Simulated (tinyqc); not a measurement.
# Slope factor and drain-induced lowering from three currents

Question. With source and body at 0 V, I = A exp((Vg + dd Vd)/(nf Vt)) (1 - exp(-Vd/Vt)). Find nf, the swing nf Vt ln 10 and dd.

Parameters, values chosen for the exercise: temperature T = 300 K.

Constants: q = 1.602176634e-19 C, kB = 1.380649e-23 J/K, Vt = kB T/q. Results are converted to the units shown.

currents at (Vg, Vd) = (0, 0.05), (0, 1) and (0.09, 1) V (nA/um): 0.73162025  16.003398  199.44179

Solution. The pair at equal Vd gives nf; the pair at equal Vg, after dividing out the factors 1 - exp(-Vd/Vt), gives dd.

nf = 1.38
swing = 82.1 mV/decade
dd = 0.110

Numbers from tinyqc (`OMP_NUM_THREADS=1 python tinyqc.py 2242122 2242123 out.jsonl`; about 0.03 s on one thread of a shared Intel Xeon 2.30GHz).
